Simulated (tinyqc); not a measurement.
Permittivity and interface capacitance from two thicknesses.

Problem. 1/C = t/(eps0 ek) + 2/ci for planar capacitors that differ only in thickness. Find ek, ci and the EOT of the interfaces, 2 x 3.9 eps0/ci.

Constants: eps0 = 8.8541878128e-14 F/cm where lengths are in cm. Results are converted to the units shown.

C at t = 16 and 47 nm (uF/cm^2): 6.4546329  2.5227849

Solution. 1/C is a straight line in t: the slope gives ek and the intercept 2/ci. A single thickness would give only the effective permittivity; when the interfaces are a small part of 1/C, ci needs very accurate data.

ek = 145
ci = 66.0 uF/cm^2
EOT of the interfaces = 0.105 nm

tinyqc, about 0.01 s, one thread, Intel Xeon 2.30GHz (shared host): `OMP_NUM_THREADS=1 python tinyqc.py 2102086 2102087 out.jsonl`
